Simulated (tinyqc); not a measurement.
Precursor delivery by bubblers, mass-transport growth and the solid composition of a III-V alloy: one step, computed by the program tinyqc.

1 sccm = 44.615 micromol/min; 1 torr = 133.322 Pa. The sources decompose fully at the surface.

Task: Mass transport. Mean velocity u = (F_t/A)(760/p)(T/273); D = D0 (T/273)^1.75 (760/p); boundary layer delta = sqrt(pi D z/u); flux = D dp/(delta k_B T); growth rate = flux x a^3/4.

Inputs (values chosen for the exercise, modelled on trimethylgallium (source 1) and trimethylindium (source 2) for the vapour pressures): total flow F_t = 5.9 slm; reactor pressure p = 40 torr; growth temperature T = 980 K; diffusivity at 273 K and 760 torr = 0.35 cm^2/s; flow cross-section A = 72 cm^2; distance from the leading edge z = 15 cm; lattice constant a = 5.6 angstrom.

Constants: k_B = 1.380649e-23 J/K.

Give: velocity u; D; boundary layer delta; growth rate per torr of group III.

Result:

velocity u = 93.15 cm/s

D = 62.26 cm^2/s

boundary layer delta = 5.612 cm

growth rate per torr of group III = 172.8 micrometre/(h torr)

Caution: the boundary layer is a quarter or more of the root of the cross-section, so it fills much of the channel and depletion along the flow matters.
